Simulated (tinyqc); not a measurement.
Inside a calculation (part 1 of 2). Method: RHF in the sto-3g basis, for H6, spin multiplicity 1. Computed by tinyqc, a small Python program that keeps every step (integrals from PySCF). Settings: charge = 0, multiplicity = 1, basis = sto-3g, energy threshold = 1e-09, iteration cap = 85, orthogonalisation = symmetric, start = random, DIIS depth = 4, method = RHF. Command: `OMP_NUM_THREADS=1 python tinyqc.py 28800 28801 out.jsonl` (the two numbers bound the seeds that draw the settings). One thread of a shared host (Intel(R) Xeon(R) Processor @ 2.60GHz), about 0.06 s of CPU time with the checks. Later iterations appear only in the table of the cycle.

## One-electron integrals

Geometry (angstrom):
```
atom        x        y        z
H     0.00000  0.00000  0.00000
H     0.00000  0.00000  0.90400
H     0.00000  0.00000  2.35400
H     0.00000  0.00000  3.25800
H     0.00000  0.00000  4.70900
H     0.00000  0.00000  5.61200
```

Basis sto-3g: exponents (1/bohr^2) and contraction coefficients of normalised primitives:
```
element  l (shell)  exponent  coefficient
H            s (1)   3.42525      0.15433
H            s (1)   0.62391      0.53533
H            s (1)   0.16886      0.44463
```

Overlap, kinetic and nuclear-attraction integrals over the contracted functions; the nuclear repulsion is the sum of Za Zb / Rab.

nuclear repulsion = 4.1685078 hartree

overlap S, lower triangle:
```
         1H 1s    2H 1s    3H 1s    4H 1s    5H 1s    6H 1s
1H 1s  1.00000
2H 1s  0.55470  1.00000
3H 1s  0.06479  0.27570  1.00000
4H 1s  0.01043  0.06479  0.55470  1.00000
5H 1s  0.00026  0.00289  0.06467  0.27531  1.00000
6H 1s  0.00001  0.00026  0.01043  0.06479  0.55532  1.00000
```

kinetic energy T (hartree), lower triangle:
```
          1H 1s     2H 1s     3H 1s     4H 1s    5H 1s    6H 1s
1H 1s   0.76003
2H 1s   0.15086   0.76003
3H 1s  -0.01133   0.01427   0.76003
4H 1s  -0.00460  -0.01133   0.15086   0.76003
5H 1s  -0.00024  -0.00176  -0.01132   0.01417  0.76003
6H 1s  -0.00002  -0.00024  -0.00460  -0.01133  0.15132  0.76003
```

nuclear attraction V (hartree), lower triangle:
```
          1H 1s     2H 1s     3H 1s     4H 1s     5H 1s     6H 1s
1H 1s  -2.37965
2H 1s  -1.31587  -2.62515
3H 1s  -0.14136  -0.63464  -2.76079
4H 1s  -0.02237  -0.14701  -1.45080  -2.76064
5H 1s  -0.00055  -0.00626  -0.14673  -0.63362  -2.62530
6H 1s  -0.00003  -0.00055  -0.02237  -0.14135  -1.31773  -2.38019
```

core Hamiltonian H = T + V (hartree), lower triangle:
```
          1H 1s     2H 1s     3H 1s     4H 1s     5H 1s     6H 1s
1H 1s  -1.61962
2H 1s  -1.16501  -1.86512
3H 1s  -0.15268  -0.62037  -2.00076
4H 1s  -0.02697  -0.15834  -1.29994  -2.00061
5H 1s  -0.00078  -0.00802  -0.15805  -0.61945  -1.86527
6H 1s  -0.00005  -0.00079  -0.02697  -0.15268  -1.16642  -1.62016
```

## Two-electron integrals

Functions are numbered as in S; the eight-fold symmetry (ij|kl) = (ji|kl) = (kl|ij) leaves the list below.

Two-electron integrals (ij|kl) in chemists' order, unique and non-zero (hartree):
```
(11|11) 0.77461    (21|11) 0.35588    (21|21) 0.20188    (22|11) 0.51040
(22|21) 0.35588    (22|22) 0.77461    (31|11) 0.02768    (31|21) 0.01773
(31|22) 0.03634    (31|31) 0.00206    (32|11) 0.09053    (32|21) 0.06463
(32|22) 0.14996    (32|31) 0.00901    (32|32) 0.04363    (33|11) 0.22461
(33|21) 0.15494    (33|22) 0.35642    (33|31) 0.02768    (33|32) 0.14996
(33|33) 0.77461    (41|11) 0.00348    (41|21) 0.00234    (41|22) 0.00509
(41|31) 0.00031    (41|32) 0.00144    (41|33) 0.00509    (41|41) 4.96e-05
(42|11) 0.01718    (42|21) 0.01205    (42|22) 0.02768    (42|31) 0.00180
(42|32) 0.00901    (42|33) 0.03634    (42|41) 0.00031    (42|42) 0.00206
(43|11) 0.10513    (43|21) 0.07006    (43|22) 0.15494    (43|31) 0.01205
(43|32) 0.06463    (43|33) 0.35588    (43|41) 0.00234    (43|42) 0.01773
(43|43) 0.20188    (44|11) 0.16242    (44|21) 0.10513    (44|22) 0.22461
(44|31) 0.01718    (44|32) 0.09053    (44|33) 0.51040    (44|41) 0.00348
(44|42) 0.02768    (44|43) 0.35588    (44|44) 0.77461    (51|11) 0.00006
(51|21) 3.97e-05   (51|22) 0.00009    (51|31) 6.28e-06   (51|32) 3.19e-05
(51|33) 0.00014    (51|41) 1.12e-06   (51|42) 7.71e-06   (51|43) 0.00007
(51|44) 0.00011    (51|51) 3.00e-08   (52|11) 0.00056    (52|21) 0.00037
(52|22) 0.00083    (52|31) 0.00006    (52|32) 0.00031    (52|33) 0.00149
(52|41) 1.12e-05   (52|42) 0.00008    (52|43) 0.00083    (52|44) 0.00149
(52|51) 3.24e-07   (52|52) 3.76e-06   (53|11) 0.00986    (53|21) 0.00634
(53|22) 0.01343    (53|31) 0.00101    (53|32) 0.00523    (53|33) 0.02762
(53|41) 0.00020    (53|42) 0.00150    (53|43) 0.01770    (53|44) 0.03627
(53|51) 6.27e-06   (53|52) 0.00008    (53|53) 0.00205    (54|11) 0.03681
(54|21) 0.02315    (54|22) 0.04782    (54|31) 0.00351    (54|32) 0.01766
(54|33) 0.09038    (54|41) 0.00068    (54|42) 0.00523    (54|43) 0.06453
(54|44) 0.14971    (54|51) 2.24e-05   (54|52) 0.00031    (54|53) 0.00898
(54|54) 0.04350    (55|11) 0.11238    (55|21) 0.06911    (55|22) 0.13907
(55|31) 0.00987    (55|32) 0.04788    (55|33) 0.22451    (55|41) 0.00184
(55|42) 0.01345    (55|43) 0.15486    (55|44) 0.35620    (55|51) 0.00006
(55|52) 0.00083    (55|53) 0.02762    (55|54) 0.14971    (55|55) 0.77461
(61|11) 2.83e-06   (61|21) 1.88e-06   (61|22) 4.12e-06   (61|31) 3.06e-07
(61|32) 1.59e-06   (61|33) 7.82e-06   (61|41) 5.77e-08   (61|42) 4.19e-07
(61|43) 4.41e-06   (61|44) 7.82e-06   (61|52) 1.97e-08   (61|53) 4.19e-07
(61|54) 1.59e-06   (61|55) 4.12e-06   (62|11) 4.21e-05   (62|21) 2.73e-05
(62|22) 0.00006    (62|31) 4.36e-06   (62|32) 2.25e-05   (62|33) 0.00011
(62|41) 8.40e-07   (62|42) 6.29e-06   (62|43) 0.00007    (62|44) 0.00014
(62|51) 2.61e-08   (62|52) 3.25e-07   (62|53) 7.72e-06   (62|54) 3.20e-05
(62|55) 0.00009    (62|62) 3.02e-08   (63|11) 0.00141    (63|21) 0.00089
(63|22) 0.00184    (63|31) 0.00014    (63|32) 0.00068    (63|33) 0.00348
(63|41) 2.60e-05   (63|42) 0.00020    (63|43) 0.00234    (63|44) 0.00509
(63|51) 8.38e-07   (63|52) 1.12e-05   (63|53) 0.00031    (63|54) 0.00144
(63|55) 0.00509    (63|61) 5.77e-08   (63|62) 1.12e-06   (63|63) 4.96e-05
(64|11) 0.00781    (64|21) 0.00485    (64|22) 0.00988    (64|31) 0.00071
(64|32) 0.00351    (64|33) 0.01718    (64|41) 0.00014    (64|42) 0.00101
(64|43) 0.01205    (64|44) 0.02768    (64|51) 4.35e-06   (64|52) 0.00006
(64|53) 0.00180    (64|54) 0.00900    (64|55) 0.03633    (64|61) 3.06e-07
(64|62) 6.29e-06   (64|63) 0.00031    (64|64) 0.00206    (65|11) 0.05703
(65|21) 0.03475    (65|22) 0.06919    (65|31) 0.00486    (65|32) 0.02321
(65|33) 0.10522    (65|41) 0.00089    (65|42) 0.00635    (65|43) 0.07013
(65|44) 0.15507    (65|51) 2.73e-05   (65|52) 0.00037    (65|53) 0.01204
(65|54) 0.06462    (65|55) 0.35639    (65|61) 1.88e-06   (65|62) 3.99e-05
(65|63) 0.00235    (65|64) 0.01775    (65|65) 0.20239    (66|11) 0.09429
(66|21) 0.05697    (66|22) 0.11240    (66|31) 0.00781    (66|32) 0.03687
(66|33) 0.16242    (66|41) 0.00141    (66|42) 0.00988    (66|43) 0.10513
(66|44) 0.22461    (66|51) 4.20e-05   (66|52) 0.00056    (66|53) 0.01715
(66|54) 0.09043    (66|55) 0.51075    (66|61) 2.83e-06   (66|62) 0.00006
(66|63) 0.00348    (66|64) 0.02768    (66|65) 0.35639    (66|66) 0.77461
```

## Orthogonalisation

S = U s U^T; symmetric (Loewdin) form X = U s^(-1/2) U^T, so that X^T S X = 1.

eigenvalues of S: 0.31868  0.41337  0.53932  1.28194  1.58440  1.86229

X, lower triangle:
```
          1H 1s     2H 1s     3H 1s     4H 1s     5H 1s    6H 1s
1H 1s   1.15422
2H 1s  -0.36074   1.19537
3H 1s   0.04274  -0.18834   1.19954
4H 1s  -0.01088   0.04399  -0.37364   1.19942
5H 1s   0.00110  -0.00418   0.04396  -0.18811   1.19572
6H 1s  -0.00028   0.00111  -0.01089   0.04274  -0.36134  1.15467
```

## Starting guess

The start is random orthonormal orbitals; D = 2 C_occ C_occ^T.

D at the start, lower triangle:
```
          1H 1s     2H 1s     3H 1s     4H 1s     5H 1s    6H 1s
1H 1s   2.48538
2H 1s  -1.56617   1.50814
3H 1s   0.76606  -0.25486   0.42295
4H 1s  -0.75112   0.72176  -0.50077   1.98289
5H 1s   0.89685  -1.02285  -0.11942   0.35904   1.16496
6H 1s  -0.08108   0.94659   0.53378  -0.27343  -1.19107  1.86201
```

## Iteration 1: building the Fock matrix

J_ij = sum D_kl (ij|kl), K_ij = sum D_kl (ik|jl); F = H + J - 0.5 K; E = tr D H + tr D J / 2 - 0.25 tr D K + E_nn.

Coulomb J (hartree), lower triangle:
```
         1H 1s    2H 1s    3H 1s    4H 1s    5H 1s    6H 1s
1H 1s  2.09879
2H 1s  1.11734  2.00724
3H 1s  0.11885  0.50817  1.96783
4H 1s  0.01879  0.12170  1.18274  2.37376
5H 1s  0.00047  0.00553  0.13213  0.57848  2.01560
6H 1s  0.00003  0.00050  0.02043  0.12647  1.05481  1.87633
```

exchange K (hartree), lower triangle:
```
         1H 1s    2H 1s    3H 1s    4H 1s    5H 1s    6H 1s
1H 1s  1.14713
2H 1s  0.36346  0.61227
3H 1s  0.11184  0.24194  0.45802
4H 1s  0.02847  0.12893  0.58302  1.41175
5H 1s  0.05493  0.01491  0.16175  0.45610  0.58630
6H 1s  0.06382  0.08268  0.10083  0.09410  0.26094  0.83372
```

Fock matrix F (hartree), lower triangle:
```
          1H 1s     2H 1s     3H 1s     4H 1s     5H 1s     6H 1s
1H 1s  -0.09439
2H 1s  -0.22940  -0.16401
3H 1s  -0.08975  -0.23317  -0.26194
4H 1s  -0.02242  -0.10111  -0.40870  -0.33273
5H 1s  -0.02778  -0.00994  -0.10680  -0.26902  -0.14282
6H 1s  -0.03194  -0.04162  -0.05695  -0.07327  -0.24208  -0.16069
```

total energy of this density = -0.8274830 hartree

## Iteration 1: diagonalisation and new density

Diagonalise F' = X^T F X, C = X C', fill 3 alpha and 3 beta electrons from the bottom; D = 2 C_occ C_occ^T. Each column has its largest component positive (the first on a tie).

F' = X^T F X (hartree), lower triangle:
```
          1         2         3         4         5         6
1   0.04185
2  -0.24073   0.03080
3   0.00779  -0.23402   0.02166
4   0.00117   0.01759  -0.38871  -0.05301
5  -0.02718   0.01879   0.04199  -0.28640   0.07998
6  -0.01655  -0.03675  -0.05323   0.05775  -0.25072  -0.02956
```

orbital energies (hartree): MO1 -0.52306, MO2 -0.23689, MO3 -0.18584, MO4 0.08907, MO5 0.35022, MO6 0.59821

coefficients C:
```
           MO1       MO2       MO3       MO4       MO5       MO6
1H 1s  0.06912   0.32664   0.33749   0.70616  -0.82715  -0.23685
2H 1s  0.20625   0.52135   0.21001  -0.28152   0.96961   0.46757
3H 1s  0.41157   0.23440  -0.20282  -0.56535  -0.37695  -0.94374
4H 1s  0.51960  -0.25741  -0.34639   0.39616  -0.07774   0.99914
5H 1s  0.24518  -0.39722   0.21326   0.53892   0.63099  -0.80354
6H 1s  0.11192  -0.18299   0.66624  -0.66678  -0.50731   0.52339
```

D after iteration 1, lower triangle:
```
          1H 1s     2H 1s     3H 1s     4H 1s    5H 1s    6H 1s
1H 1s   0.45073
2H 1s   0.51085   0.71691
3H 1s   0.07312   0.32899   0.53094
4H 1s  -0.33014  -0.19957   0.44754   0.91245
5H 1s  -0.08166  -0.22348  -0.07090   0.31156  0.52676
6H 1s   0.34562   0.13520  -0.26392  -0.25104  0.48441  0.97976
```

## Iteration 2: building the Fock matrix

As before.

Coulomb J (hartree), lower triangle:
```
         1H 1s    2H 1s    3H 1s    4H 1s    5H 1s    6H 1s
1H 1s  1.71813
2H 1s  1.03781  2.04344
3H 1s  0.12225  0.55173  2.21607
4H 1s  0.01993  0.13080  1.24264  2.31554
5H 1s  0.00050  0.00578  0.13422  0.57694  2.15196
6H 1s  0.00003  0.00051  0.02084  0.13022  1.14502  1.99828
```

exchange K (hartree), lower triangle:
```
          1H 1s     2H 1s     3H 1s    4H 1s    5H 1s    6H 1s
1H 1s   0.87135
2H 1s   0.81707   1.13175
3H 1s   0.15839   0.39222   1.02770
4H 1s  -0.00989   0.10698   0.86420  1.22845
5H 1s  -0.01233  -0.01676   0.12721  0.38619  1.05064
6H 1s   0.02284   0.00538  -0.01221  0.10918  0.89009  1.20799
```

Fock matrix F (hartree), lower triangle:
```
          1H 1s     2H 1s     3H 1s     4H 1s     5H 1s     6H 1s
1H 1s  -0.33716
2H 1s  -0.53574  -0.38756
3H 1s  -0.10963  -0.26475  -0.29854
4H 1s  -0.00210  -0.08103  -0.48939  -0.29929
5H 1s   0.00588   0.00614  -0.08743  -0.23561  -0.23863
6H 1s  -0.01144  -0.00296  -0.00002  -0.07705  -0.46644  -0.22587
```

total energy of this density = -3.1003603 hartree

## Iteration 2: DIIS over 2 matrices

error matrix X^T (FDS - SDF) X:
```
          1         2         3         4         5         6
1   0.00000  -0.08755  -0.16728   0.10598   0.16872  -0.11747
2   0.08755   0.00000  -0.09740   0.13279   0.09044  -0.17886
3   0.16728   0.09740   0.00000  -0.12296  -0.09698   0.04214
4  -0.10598  -0.13279   0.12296   0.00000  -0.01285   0.13311
5  -0.16872  -0.09044   0.09698   0.01285   0.00000  -0.11755
6   0.11747   0.17886  -0.04214  -0.13311   0.11755   0.00000
```

B (overlaps of the stored error matrices):
```
               1              2
1  1.4130368e+00  3.5650401e-01
2  3.5650401e-01  4.2887555e-01
```

Minimise |sum c_i e_i|^2 with sum c_i = 1: solve [B -1; -1 0][c; lambda] = [0; -1] with B_ij = tr e_i^T e_j, and take F = sum c_i F_i.

DIIS coefficients: 0.06411  0.93589

extrapolated F (hartree), lower triangle:
```
          1H 1s     2H 1s     3H 1s     4H 1s     5H 1s     6H 1s
1H 1s  -0.32160
2H 1s  -0.51610  -0.37322
3H 1s  -0.10835  -0.26272  -0.29620
4H 1s  -0.00340  -0.08232  -0.48422  -0.30144
5H 1s   0.00372   0.00511  -0.08867  -0.23775  -0.23249
6H 1s  -0.01276  -0.00544  -0.00367  -0.07681  -0.45206  -0.22169
```

## Iteration 2: diagonalisation and new density

As before.

F' = X^T F X (hartree), lower triangle:
```
          1         2         3         4         5        6
1  -0.05050
2  -0.48762  -0.03819
3   0.03251  -0.26085   0.05418
4   0.00443   0.06125  -0.50998   0.04352
5   0.00444   0.00805   0.05116  -0.25989   0.11327
6  -0.01457  -0.00582  -0.00158   0.06346  -0.49759  0.05031
```

orbital energies (hartree): MO1 -0.61041, MO2 -0.49770, MO3 -0.37147, MO4 0.28884, MO5 0.54230, MO6 0.82101

coefficients C:
```
           MO1       MO2       MO3       MO4       MO5       MO6
1H 1s  0.36685  -0.33555   0.26652   0.75242  -0.68048  -0.34192
2H 1s  0.46099  -0.31149   0.13260  -0.57084   0.81707   0.52526
3H 1s  0.35446   0.18647  -0.39284  -0.55238  -0.47862  -0.87687
4H 1s  0.25908   0.38720  -0.34919   0.61327   0.10017   0.94465
5H 1s  0.10290   0.39040   0.37039   0.28765   0.72934  -0.82630
6H 1s  0.07061   0.28846   0.51275  -0.46522  -0.72247   0.61340
```

D after iteration 2, lower triangle:
```
          1H 1s     2H 1s     3H 1s     4H 1s    5H 1s    6H 1s
1H 1s   0.63642
2H 1s   0.61795   0.65423
3H 1s  -0.07447   0.10646   0.62947
4H 1s  -0.25589  -0.09495   0.60242   0.67796
5H 1s   0.01094  -0.05011  -0.07246   0.09697  0.60037
6H 1s   0.13154   0.02138  -0.24523  -0.09813  0.61959  0.70222
```

## Iteration 3: building the Fock matrix

As before.

Coulomb J (hartree), lower triangle:
```
         1H 1s    2H 1s    3H 1s    4H 1s    5H 1s    6H 1s
1H 1s  1.86278
2H 1s  1.09637  2.10597
3H 1s  0.12575  0.55976  2.23586
4H 1s  0.02025  0.13141  1.23084  2.24458
5H 1s  0.00050  0.00573  0.13124  0.55943  2.10320
6H 1s  0.00003  0.00050  0.02028  0.12607  1.10406  1.88929
```

exchange K (hartree), lower triangle:
```
          1H 1s     2H 1s     3H 1s    4H 1s    5H 1s    6H 1s
1H 1s   1.06401
2H 1s   0.90335   1.12557
3H 1s   0.12284   0.33457   1.10208
4H 1s  -0.00791   0.11575   0.89903  1.12579
5H 1s  -0.00344   0.00193   0.11871  0.33043  1.09674
6H 1s   0.00843  -0.00227  -0.00672  0.11841  0.90747  1.10484
```

Fock matrix F (hartree), lower triangle:
```
          1H 1s     2H 1s     3H 1s     4H 1s     5H 1s     6H 1s
1H 1s  -0.28884
2H 1s  -0.52032  -0.32194
3H 1s  -0.08835  -0.22790  -0.31593
4H 1s  -0.00277  -0.08481  -0.51862  -0.31893
5H 1s   0.00144  -0.00326  -0.08617  -0.22523  -0.31044
6H 1s  -0.00424   0.00085  -0.00333  -0.08582  -0.51609  -0.28328
```

total energy of this density = -3.2455236 hartree

## Iteration 3: DIIS over 3 matrices

error matrix X^T (FDS - SDF) X:
```
          1         2         3         4         5         6
1   0.00000  -0.01206  -0.05464   0.00912   0.03146  -0.00488
2   0.01206   0.00000  -0.00491   0.05039   0.00150  -0.03278
3   0.05464   0.00491   0.00000  -0.01229  -0.04371   0.00576
4  -0.00912  -0.05039   0.01229   0.00000   0.00237   0.04774
5  -0.03146  -0.00150   0.04371  -0.00237   0.00000  -0.02940
6   0.00488   0.03278  -0.00576  -0.04774   0.02940   0.00000
```

B (overlaps of the stored error matrices), lower triangle:
```
               1              2              3
1  1.4130368e+00
2  3.5650401e-01  4.2887555e-01
3  6.9909859e-02  9.1969940e-02  2.6223130e-02
```

As before.

DIIS coefficients: 0.00881  -0.24964  1.24083

extrapolated F (hartree), lower triangle:
```
          1H 1s     2H 1s     3H 1s     4H 1s     5H 1s     6H 1s
1H 1s  -0.27507
2H 1s  -0.51391  -0.30417
3H 1s  -0.08305  -0.21875  -0.31980
4H 1s  -0.00311  -0.08589  -0.52494  -0.32395
5H 1s   0.00007  -0.00566  -0.08603  -0.22303  -0.32689
6H 1s  -0.00268   0.00143  -0.00463  -0.08790  -0.52608  -0.29654
```

## Iteration 3: diagonalisation and new density

As before.

F' = X^T F X (hartree), lower triangle:
```
          1         2         3         4         5         6
1   0.01975
2  -0.53396   0.04780
3   0.05383  -0.22157   0.03808
4  -0.00117   0.05242  -0.54706   0.03336
5   0.00126  -0.00556   0.05304  -0.22109   0.02460
6  -0.00398   0.00306  -0.00197   0.04974  -0.53325  -0.00154
```

orbital energies (hartree): MO1 -0.60633, MO2 -0.53017, MO3 -0.44160, MO4 0.35167, MO5 0.57194, MO6 0.81655

coefficients C:
```
           MO1       MO2       MO3       MO4       MO5       MO6
1H 1s  0.16906   0.37476  -0.39765  -0.55089  -0.74419   0.52902
2H 1s  0.22666   0.40780  -0.32266   0.39361   0.77991  -0.71519
3H 1s  0.37504   0.14236   0.40471   0.65112  -0.11573   0.92508
4H 1s  0.39234   0.00919   0.41844  -0.63793  -0.22761  -0.91084
5H 1s  0.31610  -0.39373  -0.25948  -0.44917   0.80100   0.65728
6H 1s  0.25303  -0.38729  -0.33518   0.60355  -0.74053  -0.47618
```

D after iteration 3, lower triangle:
```
          1H 1s     2H 1s     3H 1s     4H 1s    5H 1s    6H 1s
1H 1s   0.65430
2H 1s   0.63890   0.64357
3H 1s  -0.08835   0.02496   0.64942
4H 1s  -0.19323  -0.08467   0.63560   0.65822
5H 1s   0.01814  -0.01039  -0.08503   0.02364  0.64453
6H 1s   0.06185   0.01513  -0.19178  -0.08909  0.63888  0.65273
```

## Iteration 8 (converged): orbitals

converged F (hartree), lower triangle:
```
          1H 1s     2H 1s     3H 1s     4H 1s     5H 1s     6H 1s
1H 1s  -0.28647
2H 1s  -0.52069  -0.31422
3H 1s  -0.08505  -0.21601  -0.31660
4H 1s  -0.00596  -0.08476  -0.52343  -0.31651
5H 1s   0.00076  -0.00548  -0.08461  -0.21569  -0.31455
6H 1s  -0.00190   0.00075  -0.00598  -0.08502  -0.52114  -0.28690
```

As before.

F' = X^T F X (hartree), lower triangle:
```
          1         2         3         4         5        6
1   0.00871
2  -0.53454   0.03661
3   0.05175  -0.21659   0.04090
4  -0.00459   0.05358  -0.54909   0.04082
5   0.00230  -0.00560   0.05355  -0.21629   0.03675
6  -0.00315   0.00230  -0.00464   0.05175  -0.53510  0.00892
```

orbital energies (hartree): MO1 -0.60130, MO2 -0.53061, MO3 -0.44203, MO4 0.35555, MO5 0.57184, MO6 0.81925

coefficients C:
```
           MO1       MO2       MO3       MO4       MO5       MO6
1H 1s  0.21844  -0.38578  -0.36124   0.57868  -0.74317   0.50009
2H 1s  0.27311  -0.40386  -0.29067  -0.42773   0.79079  -0.68263
3H 1s  0.38215  -0.06251   0.42095  -0.64092  -0.17052   0.92241
4H 1s  0.38214   0.06028   0.42132   0.64156  -0.16728  -0.92235
5H 1s  0.27373   0.40447  -0.28904   0.42585   0.79171   0.68369
6H 1s  0.21915   0.38674  -0.35957  -0.57671  -0.74486  -0.50147
```

D after iteration 8, lower triangle:
```
          1H 1s     2H 1s     3H 1s     4H 1s    5H 1s    6H 1s
1H 1s   0.65408
2H 1s   0.64092   0.64436
3H 1s  -0.08895   0.01452   0.65430
4H 1s  -0.18397  -0.08488   0.63924   0.65435
5H 1s   0.01634  -0.00915  -0.08469   0.01441  0.64413
6H 1s   0.05713   0.01636  -0.18357  -0.08887  0.64069  0.65378
```

## Convergence

Stop when the energy changes by less than 1e-09 hartree and every element of the error matrix X^T (F D S - S D F) X is below 9e-06.

Course of the cycle:
```
iteration  E (hartree)     change  largest element of the error matrix
1           -0.8274830          -                             5.69e-01
2           -3.1003603  -2.27e+00                             1.79e-01
3           -3.2455236  -1.45e-01                             5.46e-02
4           -3.2543097  -8.79e-03                             6.58e-03
5           -3.2544178  -1.08e-04                             5.65e-04
6           -3.2544182  -3.85e-07                             6.07e-05
7           -3.2544182  -6.97e-09                             4.89e-06
8           -3.2544182  -5.55e-11                             1.36e-07
```

PySCF RHF in the same basis = -3.2544182 hartree

Converged in 8 iterations.
